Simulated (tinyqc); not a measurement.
MOS capacitor with interface traps: C-V stretch-out, conductance peak and subthreshold swing: one step, computed by the program tinyqc.

Energies at the interface are counted from the valence band. psi > 0 means bending towards depletion, so the surface potential is -psi. Boltzmann statistics, full ionisation, no quantum confinement. Traps are neutral when filled up to E_n, with a sharp (zero-temperature) occupation.

Task: Conductance peak. v = sqrt(3 k_B T/m) with the majority mass; surface density n_s = N exp(-psi/k_B T); tau = 1/(sigma v n_s); for a continuum of levels G_p/omega = C_it ln(1 + omega^2 tau^2)/(2 omega tau), which peaks at omega tau = 1.98, the frequency 1.98/(2 pi tau); potential fluctuations are left out.

Inputs (values chosen for the exercise, modelled on GaN, with an insulator like SiO2):
```
quantity,value,unit
gap E_g,3.44,eV
electron mass m_e,0.199,m_0
doping N,4.9e+15,cm^-3
capture cross-section sigma,5e-15,cm^2
band bending towards depletion psi,0.83,V
temperature T,400,K
```

Substrate: n-type. Trap spectrum: flat plus a Gaussian peak.

k_B T = 0.03446933 eV

C_it = 0.4806530 microF/cm^2

Constants: k_B = 1.380649e-23 J/K; m_0 = 9.1093837015e-31 kg.

Give: v; n_s; trap time constant; peak frequency; peak of G_p/omega.

Result:

v = 3.023e+07 cm/s

n_s = 1.709e+05 cm^-3

trap time constant = 38.72 s

peak frequency = 0.008139 Hz

peak of G_p/omega = 0.1934 microF/cm^2

Caution: traps deeper than about 24 k_B T and minority carriers reach equilibrium slowly or not at all, so the charges here are limits for very slow sweeps.
